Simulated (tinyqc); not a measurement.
# Capacitance measurement on a leaky thin oxide: effects of series resistance and leakage: effects of single changes

The device is a capacitance C in parallel with a leakage conductance G, in series with Rs and Ls. An impedance meter reports either a parallel pair (Cp, Gp) from Y = 1/Z = Gp + i w Cp or a series pair (Cs, Rm) from Z = Rm + 1/(i w Cs); w = 2 pi f, dissipation D = Gp/(w |Cp|).

Inputs (values chosen for the exercise); values of the order met in thin-oxide MOS capacitors: relative permittivity of the gate insulator (close to silicon dioxide) eox = 3.9; insulator thickness tox = 2.4 nm; gate area A = 2500 um^2; oxide-equivalent thickness added by the accumulation layer zc = 0.59 nm; oxide-equivalent thickness added by gate depletion zp = 0 nm; gate leakage current density, not matched to the thickness Jg = 0.0053 A/cm^2; voltage for an e-fold rise of the leakage Vs = 0.43 V; series resistance Rs = 150 ohm; series inductance Ls = 0 nH; measuring frequency f = 1e6 Hz.

Constants: eps0 = 8.8541878128e-14 F/cm where lengths are in cm. Results are converted to the units shown.

Each table varies one quantity; the others keep the values above.

## Readings against frequency

EOT = 3.9 tox/eox; CET = EOT + zc + zp; C = 3.9 eps0 A/CET; G = Jg A/Vs. Z = Rs + i w Ls + 1/(G + i w C); CET read from Cp = 3.9 eps0 A/Cp; errors under 0.001 % are printed as 0.

The same in every row: C (pF) = 28.87.

Results:

| f (Hz) | Cp (pF) | Cs (pF) | D | error of Cp (%) | error of Cs (%) | CET read from Cp (nm) |
|---|---|---|---|---|---|---|
| 1000 | 28.87 | 112.2 | 1.699 | -9.24e-3 | 289 | 2.990 |
| 10000 | 28.87 | 29.71 | 0.1701 | -9.25e-3 | 2.89 | 2.990 |
| 30000 | 28.87 | 28.96 | 0.05744 | -9.31e-3 | 0.321 | 2.990 |
| 1e5 | 28.87 | 28.88 | 0.01971 | -9.98e-3 | 0.0289 | 2.990 |
| 3e5 | 28.87 | 28.87 | 0.01383 | -0.0159 | 3.21e-3 | 2.990 |
| 1e6 | 28.85 | 28.87 | 0.02891 | -0.0832 | 0 | 2.992 |
| 3e6 | 28.68 | 28.87 | 0.08220 | -0.671 | 0 | 3.010 |
| 1e7 | 26.88 | 28.87 | 0.2723 | -6.90 | 0 | 3.212 |
| 3e7 | 17.32 | 28.87 | 0.8164 | -40.0 | 0 | 4.983 |

Estimate the missing row, f = 3000 Hz.

Computed row:

| f (Hz) | Cp (pF) | Cs (pF) | D | error of Cp (%) | error of Cs (%) | CET read from Cp (nm) |
|---|---|---|---|---|---|---|
| 3000 | 28.87 | 38.13 | 0.5663 | -9.24e-3 | 32.1 | 2.990 |

With this row back in the table: D goes from 1.70 through a minimum of 0.0138 (at f = 3e5 Hz among the rows listed) to 0.816; without inductance its minimum lies at f = sqrt(G (1 + G Rs)/Rs)/(2 pi C) = 2.50e5 Hz. The error of Cp goes from -0.00924 to -40.0 % and that of Cs from 289 to 0 %; at low frequency Cp tends to C/(1 + G Rs)^2 and Cs grows as 1 + (G/(w C))^2. One of the two readings is within 2 % of C for f = 1000, 3000, 10000, 30000, 1e5, 3e5, 1e6, 3e6, 1e7, 3e7 Hz. For f = 1000 D exceeds 1, where the accuracy of real meters degrades in proportion to sqrt(1 + D^2).

## Effect of the gate leakage current density, not matched to the thickness

Same model as above.

The same in every row: C (pF) = 28.87.

Result of one run:

| Jg (A/cm^2) | Cp (pF) | Cs (pF) | D | error of Cp (%) | error of Cs (%) | CET read from Cp (nm) |
|---|---|---|---|---|---|---|
| 0.2 | 28.75 | 28.99 | 0.09142 | -0.421 | 0.411 | 3.003 |

What becomes of these results when the gate leakage current density, not matched to the thickness Jg is changed from 0.2 to 1e-5 A/cm^2, all else the same?

Result of the changed run:

| Jg (A/cm^2) | Cp (pF) | Cs (pF) | D | error of Cp (%) | error of Cs (%) | CET read from Cp (nm) |
|---|---|---|---|---|---|---|
| 1e-5 | 28.85 | 28.87 | 0.02721 | -0.0740 | 0 | 2.992 |

The whole series:

| Jg (A/cm^2) | Cp (pF) | Cs (pF) | D | error of Cp (%) | error of Cs (%) | CET read from Cp (nm) |
|---|---|---|---|---|---|---|
| 1e-5 | 28.85 | 28.87 | 0.02721 | -0.0740 | 0 | 2.992 |
| 0.0001 | 28.85 | 28.87 | 0.02724 | -0.0742 | 0 | 2.992 |
| 0.001 | 28.85 | 28.87 | 0.02753 | -0.0757 | 0 | 2.992 |
| 0.02 | 28.84 | 28.87 | 0.03362 | -0.109 | 4.11e-3 | 2.993 |
| 0.2 | 28.75 | 28.99 | 0.09142 | -0.421 | 0.411 | 3.003 |
| 2 | 27.87 | 40.73 | 0.6794 | -3.47 | 41.1 | 3.097 |
| 30 | 18.13 | 2698 | 12.16 | -37.2 | 9240 | 4.761 |
| 300 | 2.208 | 2.669e5 | 347.7 | -92.4 | 9.24e5 | 39.10 |

As Jg goes from 1e-5 to 300, the error of Cp goes from -0.0740 to -92.4 %, that of Cs from 0 to 9.24e5 %, and D rises from 0.0272 to 348. The CET read from Cp goes from 2.99 to 39.1 nm against the true 2.99 nm. For Jg = 30, 300 D exceeds 1, where the accuracy of real meters degrades in proportion to sqrt(1 + D^2).

tinyqc, about 0.01 s, one thread, Intel Xeon 2.30GHz (shared host): `OMP_NUM_THREADS=1 python tinyqc.py 2022139 2022140 out.jsonl`
